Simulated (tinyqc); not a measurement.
CIS on RHF in the 6-311g basis, for H2, spin multiplicity 1, step by step. One step of it, computed by the program tinyqc.

Problem. CIS matrix, triplets. A(ia,jb) = (e_a - e_i) d_ij d_ab - (ij|ab).

orbital energies (hartree): MO1 -0.567696, MO2 0.152988, MO3 0.314018, MO4 0.609845, MO5 2.535911, MO6 2.637263

Two-electron integrals over orbitals (pq|rs), unique and non-zero (hartree):
```
(11|11) 0.617599    (21|21) 0.054854    (22|11) 0.355058    (22|22) 0.303490
(31|11) -0.128963   (31|22) -0.029387   (31|31) 0.054678    (32|21) 0.020707
(32|32) 0.036045    (33|11) 0.361602    (33|22) 0.275953    (33|31) -0.037137
(33|33) 0.281791    (41|21) -0.067828   (41|32) -0.002849   (41|41) 0.103487
(42|11) -0.138115   (42|22) -0.049526   (42|31) 0.042432    (42|33) -0.047809
(42|42) 0.057804    (43|21) 0.036659    (43|32) 0.017351    (43|41) -0.045016
(43|43) 0.031241    (44|11) 0.487275    (44|22) 0.329925    (44|31) -0.082224
(44|33) 0.312104    (44|42) -0.103493   (44|44) 0.423962    (51|11) -0.083259
(51|22) -0.012713   (51|31) 0.046821    (51|33) -0.022144   (51|42) 0.027666
(51|44) -0.056982   (51|51) 0.081518    (52|21) -0.003077   (52|32) 0.003764
(52|41) 0.010551    (52|43) -0.009137   (52|52) 0.012948    (53|11) 0.103747
(53|22) 0.033221    (53|31) -0.038493   (53|33) 0.034953    (53|42) -0.035533
(53|44) 0.071638    (53|51) -0.042795   (53|53) 0.035429    (54|21) 0.011792
(54|32) -0.018717   (54|41) -0.035676   (54|43) 0.013242    (54|52) -0.020482
(54|54) 0.046155    (55|11) 0.621858    (55|22) 0.349825    (55|31) -0.136040
(55|33) 0.360543    (55|42) -0.140569   (55|44) 0.491680    (55|51) -0.123554
(55|53) 0.121826    (55|55) 0.678442    (61|21) -0.028914   (61|32) 0.016174
(61|41) 0.062589    (61|43) -0.030006   (61|52) 0.028672    (61|54) -0.059983
(61|61) 0.088346    (62|11) -0.026804   (62|22) 0.009877    (62|31) 0.022109
(62|33) -0.002238   (62|42) 0.005850    (62|44) -0.012708   (62|51) 0.035899
(62|53) -0.015952   (62|55) -0.046260   (62|62) 0.023258    (63|21) 0.030955
(63|32) -0.002626   (63|41) -0.050769   (63|43) 0.021912    (63|52) -0.010809
(63|54) 0.029967    (63|61) -0.046631   (63|63) 0.032563    (64|11) 0.140735
(64|22) 0.029176    (64|31) -0.060660   (64|33) 0.044423    (64|42) -0.046853
(64|44) 0.092387    (64|51) -0.075254   (64|53) 0.050795    (64|55) 0.175488
(64|62) -0.036748   (64|64) 0.088881    (65|21) 0.091748    (65|32) 0.004533
(65|41) -0.141702   (65|43) 0.069998    (65|52) -0.035313   (65|54) 0.083245
(65|61) -0.131717   (65|63) 0.088928    (65|65) 0.264403    (66|11) 0.651551
(66|22) 0.366119    (66|31) -0.151478   (66|33) 0.368066    (66|42) -0.154026
(66|44) 0.522072    (66|51) -0.156572   (66|53) 0.139169    (66|55) 0.722510
(66|62) -0.055382   (66|64) 0.201064    (66|66) 0.788865
```

Give: CIS matrix A, triplet.

Solution.

CIS matrix A, triplet (hartree), lower triangle:
```
       1>2     1>3     1>4    1>5    1>6
1>2  0.366
1>3  0.000   0.520
1>4  0.138   0.000   0.690
1>5  0.000  -0.104   0.000  2.482
1>6  0.027   0.000  -0.141  0.000  2.553
```
